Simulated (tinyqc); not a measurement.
p-i-n power rectifier, conductivity modulation at high injection: forward voltage and stored charge against the high-level lifetime.

A drift layer from x = -d to d (2 d = W) between ideal p+ and n+ emitters (no recombination in them). High injection, n = p, ambipolar diffusion with one lifetime; both mobilities scale as (T/300 K)^(-bt).

Triangular field at breakdown with Ec = Kc N^(1/8): BV = eps0 eps_r Ec^2/(2 q N), so N = (eps0 eps_r Kc^2/(2 q BV))^(4/3); W = 2 BV/Ec; mu = mud (T/300 K)^(-bt); rho = 1/(q mu N); ideal resistance rho W. Da = 2 mun mup Vt/(mun + mup), La = sqrt(Da tau), B = (mun - mup)/(mun + mup) with mun = mud (T/300 K)^(-bt), mup likewise; n(x) = (tau J/(2 q La)) [cosh(x/La)/sinh(d/La) - B sinh(x/La)/cosh(d/La)]. Ohmic drop: integral of J/(q (mun + mup) n); diffusion (Dember) drop Vt B ln(n(-d)/n(d)); both junctions together Vt ln(n(-d) n(d)/ni^2), ni = sqrt(Nc Nv) exp(-Eg/(2 Vt)), Eg in volts; V_F = the sum; stored charge q times the integral of n. Integrals on a fine grid. Peak reverse current if all stored charge left in a linear ramp without recombination (an upper bound): sqrt(2 a Q). Rows where n falls below the doping are left out.

Inputs (values chosen for the exercise); bulk values close to those of gallium nitride: temperature T = 300 K; relative permittivity eps_r = 9.14; critical-field constant Kc = 26300 V/cm per (cm^-3)^(1/8); rated breakdown voltage of the drift layer BV = 3400 V; drift mobility at 300 K mud = 924 cm^2/(V s); temperature exponent of the drift mobility bt = 2.1; hole mobility at 300 K mup = 26.1 cm^2/(V s); band gap Eg = 3.36 eV; conduction-band density of states at T Nc = 2.3e18 cm^-3; valence-band density of states at T Nv = 4.6e19 cm^-3; forward current density J = 50 A/cm^2; ramp rate of the current at turn-off a = 110 A/(cm^2 us).

Constants: q = 1.602176634e-19 C, kB = 1.380649e-23 J/K, Vt = kB T/q, eps0 = 8.8541878128e-14 F/cm where lengths are in cm. Results are converted to the units shown.

The same in every row: J rho W (V) = 0.2371.

Results:

| tau (s) | d/La | drift drop, ohmic and diffusion (V) | junction drops (V) | V_F (V) | Q (uC/cm^2) | sqrt(2 a Q) (A/cm^2) | lowest n over N |
|---|---|---|---|---|---|---|---|
| 2.8e-7 | 2.383 | 0.1643 | 3.058 | 3.222 | 14.00 | 55.50 | 1.206 |
| 5.8e-7 | 1.656 | 0.08167 | 3.098 | 3.179 | 29.00 | 79.87 | 4.772 |
| 1.2e-6 | 1.151 | 0.04553 | 3.138 | 3.184 | 60.00 | 114.9 | 16.16 |
| 2.5e-6 | 0.7975 | 0.02536 | 3.176 | 3.202 | 125.0 | 165.8 | 46.12 |
| 5.3e-6 | 0.5477 | 0.01340 | 3.214 | 3.227 | 265.0 | 241.5 | 116.8 |
| 2.3e-5 | 0.2629 | 0.003437 | 3.288 | 3.291 | 1150 | 503.0 | 579.0 |
| 4.8e-5 | 0.1820 | 0.001680 | 3.325 | 3.327 | 2400 | 726.6 | 1235 |

Estimate the missing row, tau = 1.1e-5 s.

Computed row:

| tau (s) | d/La | drift drop, ohmic and diffusion (V) | junction drops (V) | V_F (V) | Q (uC/cm^2) | sqrt(2 a Q) (A/cm^2) | lowest n over N |
|---|---|---|---|---|---|---|---|
| 1.1e-5 | 0.3802 | 0.006915 | 3.250 | 3.257 | 550.0 | 347.9 | 264.8 |

With this row back in the table: V_F goes from 3.22 through a minimum of 3.18 (at tau = 5.8e-7 among the rows listed) to 3.33 V; the drift drop falls from 0.164 to 0.00168 V and the junction drops rise from 3.06 to 3.33 V. The minimum falls at d/La = 1.7: a short lifetime starves the middle of the layer, a long one raises the edge densities and with them the junction drops. Where n exceeds a few 1e17 cm^-3, emitter and Auger recombination, left out here, lower n and change V_F.

Numbers from tinyqc (`OMP_NUM_THREADS=1 python tinyqc.py 2230024 2230025 out.jsonl`; about 0.01 s on one thread of a shared Intel Xeon 2.30GHz).
